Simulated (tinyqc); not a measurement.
Phonon transmission through an interface between two chains by Green functions: one step, computed by the program tinyqc. Command: `OMP_NUM_THREADS=1 python tinyqc.py 3008359 3008360 out.jsonl agf walk`. One thread of a shared host (Intel(R) Xeon(R) Processor @ 2.30GHz), about 0.01 s of CPU time with the checks.

Two semi-infinite chains (masses m_1, m_2; springs k_1, k_2), motion along the chain. The central region holds the end atom of each chain and two interlayer atoms of mass m_b, joined by springs k_b. lambda = omega^2 in eV/(angstrom^2 u); nu = 15.6333042 THz x sqrt(lambda).

Question. Self-energies and the matrix at the probe frequency. In chain i, sin(q_i a/2) = nu/nu_max,i. An outgoing wave makes the next atom move as exp(i q_i a) times the end atom, so the lead adds the self-energy Sigma_i = -k_i exp(i q_i a) to the force-constant matrix; Gamma_i = -2 Im Sigma_i = 2 k_i sin(q_i a). A = lambda M - K - Sigma over the central atoms, with K_ii the sum of the springs at i, K_(i,i+1) = -k_b; G = inverse of A; transmission = Gamma_1 Gamma_2 |G_(first,last)|^2.

Inputs (values chosen for the exercise, for two model chains):

| quantity | value | unit |
|---|---|---|
| mass m_1 | 48.6 | u |
| spring k_1 | 2.77 | eV/angstrom^2 |
| mass m_2 | 24 | u |
| spring k_2 | 1.32 | eV/angstrom^2 |
| junction spring k_b | 1.58 | eV/angstrom^2 |
| interlayer mass m_b | 17.4 | u |

Atoms in the interlayer: two.

probe frequency = 3.593008 THz

band top of chain 1 = 7.464531 THz

band top of chain 2 = 7.332670 THz

Constants: nu for 1 eV/(angstrom^2 u) = 15.6333042 THz.

Give: q_1 a; q_2 a; Gamma_1; Gamma_2; A (complex symmetric).

Answer.

q_1 a = 1.0044 rad

q_2 a = 1.0242 rad

Gamma_1 = 4.6748 eV/angstrom^2

Gamma_2 = 2.2553 eV/angstrom^2

A (complex symmetric) (eV/angstrom^2):
```
                 end of 1  layer 1  layer 2         end of 2
end of 1  -0.2964+2.3374i   1.5800   0.0000           0.0000
layer 1            1.5800  -2.2409   1.5800           0.0000
layer 2            0.0000   1.5800  -2.2409           1.5800
end of 2           0.0000   0.0000   1.5800  -0.9461+1.1277i
```
